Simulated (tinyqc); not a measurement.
Transmission against energy, and which matching rule a chain obeys: heterojunction of two tight-binding chains.

Left chain: hopping -t1, sites at 2 t1 (band bottom 0). Right chain: hopping -t2, sites at dE + 2 t2 (bottom dE). t = c/(m a^2), c = hbar^2/2m0. The bond across the interface is -tc with tc = f sqrt(t1 t2), and the last left site has the extra energy U. In a chain E = bottom + 2t (1 - cos(ka)); the surface Green function of a half chain is g = -exp(ika)/t, with Im k > 0 where cos(ka) > 1.

Constants: hbar^2/2m0 = 3.80998211 eV angstrom^2.

Inputs chosen for the exercise (masses and offset of the size met at InAs / GaSb; shifted at random, so the results belong to these values and not to a real crystal):
```
symbol  value  unit      meaning
a       2.8    angstrom  site spacing
m1      0.028  m0        mass on the left
m2      0.038  m0        mass on the right
dE      0.88   eV        band offset
f       1.04             factor on the interface hopping
U       -0.76  eV        extra energy on the last left site
```

Chain A is the junction as given; chain B has tc = sqrt(t1 t2) and U = 0; chain C has tc = t2 and U = t2 - t1, the finite-difference form of -d/dx (c/m) d/dx. Continuum formulas T = 4 x y/(x + y)^2 with parabolic k: x, y = k/m on each side (BenDaniel-Duke) or x, y = k (slope continuous).

T:
```
E - dE (eV)  E (eV)  chain A  chain B  chain C  k/m matched  k matched
0.002         0.882   0.1531   0.1981   0.1500       0.1509     0.1992
0.005         0.885   0.2310   0.2945   0.2265       0.2277     0.2961
0.010         0.890   0.3099   0.3894   0.3042       0.3058     0.3913
0.020         0.900   0.4074   0.5020   0.4003       0.4023     0.5043
0.100         0.980   0.6821   0.7884   0.6731       0.6755     0.7906
0.200         1.080   0.7945   0.8879   0.7857       0.7879     0.8897
0.400         1.280   0.8825   0.9543   0.8746       0.8765     0.9554
```

Give the missing row, E - dE (eV) = 0.050, E (eV) = 0.930.

Computed row:
```
E - dE (eV)  E (eV)  chain A  chain B  chain C  k/m matched  k matched
0.050         0.930   0.5599   0.6674   0.5514       0.5538     0.6698
```

Chain C follows the k/m rule within 0.0024 and chain B the plain k rule within 0.0024, while the two rules differ by up to 0.1160: in B the self-energy of the right side is -t1 exp(i k2 a), so only k2 enters, and in C it is -t2 exp(i k2 a), which carries 1/m2. Chain A, with f = 1.04 and U = -0.76 eV, has an interface term of its own and lies up to 0.1075 from B and 0.0090 from C.

Computed by tinyqc, a small Python program: `OMP_NUM_THREADS=1 python tinyqc.py 1480460 1480461 out.jsonl` (the numbers bound the seed that draws the inputs); one thread of a shared host (Intel(R) Xeon(R) Processor @ 2.30GHz), about 0.01 s for the whole set of steps.
